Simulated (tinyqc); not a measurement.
# Ellipsometry and reflectance of a transparent film on an absorbing substrate: what changes with what

Air (index 1), film, substrate with N2 = n2 - i k2; time factor exp(+i w t). q_j = sqrt(N_j^2 - sin^2 th), root with positive real part. Fresnel coefficients r_s = (q_a - q_b)/(q_a + q_b), r_p = (N_b^2 q_a - N_a^2 q_b)/(N_b^2 q_a + N_a^2 q_b). tan(Psi) exp(i Delta) = R_p/R_s, Delta taken from 0 to 360 degrees.

Inputs (values chosen for the exercise); indices close to those of silicon dioxide on silicon: wavelength lam = 632.8 nm; angle of incidence th = 70 degrees; index of the transparent film n1 = 1.46; film thickness d = 8 nm; index of the substrate n2 = 3.882; extinction coefficient of the substrate k2 = 0.019.

Each table varies one quantity; the others keep the values above.

## Psi and Delta against the film thickness

beta = 2 pi d q1/lam, X = exp(-2 i beta), R = (r01 + r12 X)/(1 + r01 r12 X) for p and s. The last column is the derivative of Delta.

Psi and Delta against the film thickness:

| d (nm) | Psi (degrees) | Delta (degrees) | \|R_p\|^2 | \|R_s\|^2 | dDelta/dd (degrees/nm) |
|---|---|---|---|---|---|
| 0 | 10.57 | 179.2 | 0.02420 | 0.6947 | -2.873 |
| 2 | 10.62 | 173.5 | 0.02441 | 0.6946 | -2.851 |
| 4 | 10.74 | 167.8 | 0.02496 | 0.6943 | -2.795 |
| 6 | 10.92 | 162.3 | 0.02583 | 0.6938 | -2.710 |
| 8 | 11.17 | 157.0 | 0.02703 | 0.6930 | -2.601 |
| 10 | 11.48 | 151.9 | 0.02856 | 0.6920 | -2.477 |
| 12 | 11.85 | 147.1 | 0.03040 | 0.6909 | -2.343 |
| 14 | 12.26 | 142.6 | 0.03255 | 0.6895 | -2.205 |
| 16 | 12.71 | 138.3 | 0.03501 | 0.6879 | -2.068 |

Delta falls from 179.23 to 138.31 degrees while Psi moves from 10.57 to 12.71: Delta changes 19.1 times as much as Psi. With the slope of the first row an error of 0.01 degree in Delta means 0.0035 nm.

## Effect of the angle of incidence

Same model as above.

dDelta/dd is the derivative of Delta; period lam/(2 q1).

Effect of the angle of incidence:

| th (degrees) | Psi (degrees) | Delta (degrees) | \|R_p\|^2 | \|R_s\|^2 | dDelta/dd (degrees/nm) | period (nm) |
|---|---|---|---|---|---|---|
| 50 | 31.53 | 175.4 | 0.1894 | 0.5031 | -0.5585 | 254.6 |
| 55 | 27.91 | 173.8 | 0.1519 | 0.5414 | -0.7484 | 261.8 |
| 60 | 23.48 | 171.4 | 0.1104 | 0.5855 | -1.031 | 269.2 |
| 65 | 17.98 | 167.3 | 0.06696 | 0.6358 | -1.518 | 276.4 |
| 70 | 11.17 | 157.0 | 0.02703 | 0.6930 | -2.601 | 283.2 |
| 75 | 4.645 | 100.7 | 0.005001 | 0.7575 | -2.243 | 289.0 |
| 80 | 12.24 | 20.70 | 0.03908 | 0.8300 | 2.095 | 293.5 |
| 85 | 27.23 | 6.608 | 0.2412 | 0.9107 | 0.7498 | 296.4 |

Read the table: what changes, and by how much?

Psi goes from 31.5 through a minimum of 4.65 (at th = 75 among the rows listed) to 27.2 degrees and |R_p|^2 goes from 0.189 through a minimum of 0.00500 (at th = 75 among the rows listed) to 0.241. The slope of Delta is largest in size, 2.60 degrees/nm, at th = 70 among the rows. The bare substrate has its smallest |R_p| near arctan(n2) = 75.6 degrees.

Computed by the program tinyqc: `OMP_NUM_THREADS=1 python tinyqc.py 2870125 2870126 out.jsonl`, one thread of a shared Intel Xeon 2.30GHz, about 0.01 s for the whole run.
